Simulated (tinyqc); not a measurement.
# Changing the well width w

Model: interdiffusion of a quantum well during annealing: blurred potential and shift of the confined levels. Computed by tinyqc, a small Python program. Command: `OMP_NUM_THREADS=1 python tinyqc.py 3011783 3011784 out.jsonl qwi sweep`. One thread of a shared host (Intel(R) Xeon(R) Processor @ 2.30GHz), about 0.09 s of CPU time with the checks.

A square well of width w is blurred by Fick diffusion with a constant coefficient; band offsets are linear in composition, masses are uniform, and strain and excitons are ignored.

Inputs (values chosen for the exercise, modelled on SiGe in silicon (holes and electrons as a model)):
```
quantity               value    unit
electron mass m_e      0.187     m_0
hole mass m_h          0.287     m_0
conduction offset V_c  0.028      eV
valence offset V_v      0.18      eV
prefactor D0            0.29  cm^2/s
activation energy E     3.94      eV
anneal temperature T     920       C
anneal time t             48       s
```

Constants: k_B = 8.617333262e-05 eV/K; hbar^2/(2 m_0) = 3.80998212 eV angstrom^2.

Method:
- D = D0 exp(-E/(k_B T)); L = sqrt(D t); share of well material at the centre erf(w/(4L)); 1 nm = 1e-7 cm.
- Temperatures in kelvin are T(C) + 273.15.
- With L = sqrt(D t) and the share at the centre erf(w/(4L)). After the anneal: V(z) = V {1 - (1/2)[erf((w/2 - z)/(2L)) + erf((w/2 + z)/(2L))]}, energies counted from the original well bottom. Finite differences on 3000 points over |z| < w/2 + 6L + 25 nm; shifts are taken against the same grid with cell-averaged square steps.
- Rise of the bottom = V (1 - share at the centre). Overlap = |<electron|hole>|^2.

One run for each value; columns: (1) well width w (nm); (2) blue shift of the transition (meV); (3) shift of the electron level (meV); (4) shift of the hole level (meV); (5) share at the centre:
```
(1)     (2)    (3)    (4)     (5)
1.5   3.924  0.027  3.898  0.9971
3.3   2.174  0.066  2.109  1.0000
5.1   1.048  0.070  0.979  1.0000
6.9   0.570  0.059  0.511  1.0000
8.8   0.333  0.045  0.288  1.0000
11.0  0.198  0.033  0.165  1.0000
12.0  0.160  0.028  0.132  1.0000
14.0  0.110  0.021  0.088  1.0000
16.0  0.078  0.017  0.062  1.0000
```

Over the rows, blue shift of the transition (meV) falls from 3.92 to 0.0780 (exponent d ln y / d ln x -0.75 between the first rows and -2.6 between the last); shift of the electron level (meV) goes from 0.0270 through a maximum among these rows, 0.0700 at 5.10, to 0.0170; shift of the hole level (meV) falls from 3.90 to 0.0620 (exponent d ln y / d ln x -0.78 between the first rows and -2.6 between the last). A wide well keeps its centre and its states away from the edges.

Extremes, crossings and ranges named in words are read from the listed rows.
